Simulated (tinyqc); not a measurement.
What each parameter does: heterojunction of two tight-binding chains.

Left chain: hopping -t1, sites at 2 t1 (band bottom 0). Right chain: hopping -t2, sites at dE + 2 t2 (bottom dE). t = c/(m a^2), c = hbar^2/2m0. The bond across the interface is -tc with tc = f sqrt(t1 t2), and the last left site has the extra energy U. In a chain E = bottom + 2t (1 - cos(ka)); the surface Green function of a half chain is g = -exp(ika)/t, with Im k > 0 where cos(ka) > 1.

Constants: hbar^2/2m0 = 3.80998211 eV angstrom^2.

Inputs chosen for the exercise (masses and offset of the size met at InAs / GaSb; not measured data):
```
symbol  value  unit      meaning
a       4      angstrom  site spacing
m1      0.028  m0        mass on the left
m2      0.042  m0        mass on the right
dE      0.94   eV        band offset
f       1                factor on the interface hopping
U       0.15   eV        extra energy on the last left site
E       0.992  eV        electron energy
```

T = 4 Im(S1) Im(S2) |G|^2 with G = 1/(E - 2 t1 - U - S1 - S2), S1 = -t1 exp(i k1 a), S2 = -(tc^2/t2) exp(i k2 a).

Results for these values:
```
case,T,k1 a,k2 a
base,0.6846,0.3432,0.0958
```

What happens to each result for f = 0.9, all else kept?

Answer: T falls from 0.6846 to 0.5354; k1 a does not change at the printed digits; k2 a does not change at the printed digits.

The same for each parameter in turn:
```
case,T,k1 a,k2 a
base,0.6846,0.3432,0.0958
m1 = 0.0336 m0,0.6496,0.3763,0.0958
m2 = 0.0504 m0,0.7196,0.3432,0.1050
dE = 0.89 eV,0.8106,0.3432,0.1342
f = 0.9,0.5354,0.3432,0.0958
U = 0.35 eV,0.6888,0.3432,0.0958
a = 3.2 angstrom,0.6845,0.2741,0.0766
```

Computed by tinyqc, a small Python program: `OMP_NUM_THREADS=1 python tinyqc.py 1482194 1482195 out.jsonl` (the numbers bound the seed that draws the inputs); one thread of a shared host (Intel(R) Xeon(R) Processor @ 2.30GHz), about 0.01 s for the whole set of steps.
